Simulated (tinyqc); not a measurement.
Inside a calculation. Method: bound state in one dimension: Numerov shooting, finite differences, DVR. Computed by tinyqc, a small Python program that keeps every step. Settings: points = 48. Command: `OMP_NUM_THREADS=1 python tinyqc.py 28478 28479 out.jsonl` (the two numbers bound the seeds that draw the settings). One thread of a shared host (Intel(R) Xeon(R) Processor @ 2.60GHz), about 0.01 s of CPU time with the checks.

## Numerov steps at E = 0.1

One particle of mass 1 in V = 1.15^2 x^2/2 + 0.21 x^4 (atomic units), psi = 0 at both ends:
```
parameter                 value
left end              -4.500000
right end              4.500000
intervals                    48
h                      0.187500
state sought (nodes)          3
```

k_i = 2 m (E - V_i); (1 + h^2 k_(i+1)/12) y_(i+1) = 2 (1 - 5 h^2 k_i/12) y_i - (1 + h^2 k_(i-1)/12) y_(i-1), from y_0 = 0, y_1 = 0.001.

Points along the way:
```
i           x          V            k               y
0   -4.500000  99.503438  -198.806875        0.000000
1   -4.312500  84.930992  -169.661984        0.001000
2   -4.125000  72.053196  -143.906392        0.012051
3   -3.937500  60.729891  -121.259782        0.115408
4   -3.750000  50.827148  -101.454297        0.901913
5   -3.562500  42.217269   -84.234538        5.855092
16  -1.500000   2.550937    -4.901875   606088.026530
17  -1.312500   1.762291    -3.324582   959501.531920
18  -1.125000   1.173274    -2.146548  1424029.667200
19  -0.937500   0.743397    -1.286794  1994977.362900
20  -0.750000   0.438398    -0.676797  2655354.128700
21  -0.562500   0.230247    -0.260495  3378480.564200
```

## Bisection on the node count

With more sign changes than the state has nodes (the last point included) the energy is too high, else too low; the bracket starts as 0.1 to 12.

Trials:
```
trial           E  sign changes  y at the right end   next
1      6.05000000             4            6.80e+11  lower
2      3.07500000             2            5.92e+13  raise
3      4.56250000             3           -6.97e+12  raise
4      5.30625000             3           -1.44e+12  raise
5      5.67812500             4            1.01e+11  lower
6      5.49218750             3           -5.32e+11  raise
7      5.58515625             3           -1.82e+11  raise
8      5.63164063             3           -3.26e+10  raise
9      5.65488281             4            3.62e+10  lower
10     5.64326172             4            2.30e+09  lower
11     5.63745117             3           -1.50e+10  raise
12     5.64035645             3           -6.32e+09  raise
13     5.64180908             3           -2.01e+09  raise
14     5.64253540             4            1.48e+08  lower
...           ...           ...                 ...    ...
29     5.64248555             4            2.48e+04  lower
30     5.64248554             3           -8.05e+03  raise
31     5.64248554             4            8.36e+03  lower
```

eigenvalue = 5.64248554 hartree

## The same grid by other methods

Three-point finite differences and the sine-DVR kinetic matrix of Colbert and Miller on the same points.

Lowest levels (hartree):
```
state  finite differences       DVR
0                0.661086  0.663351
1                2.107351  2.121159
2                3.758463  3.800828
3                5.550799  5.644271
4                7.450895  7.622891
5                9.435923  9.718344
```
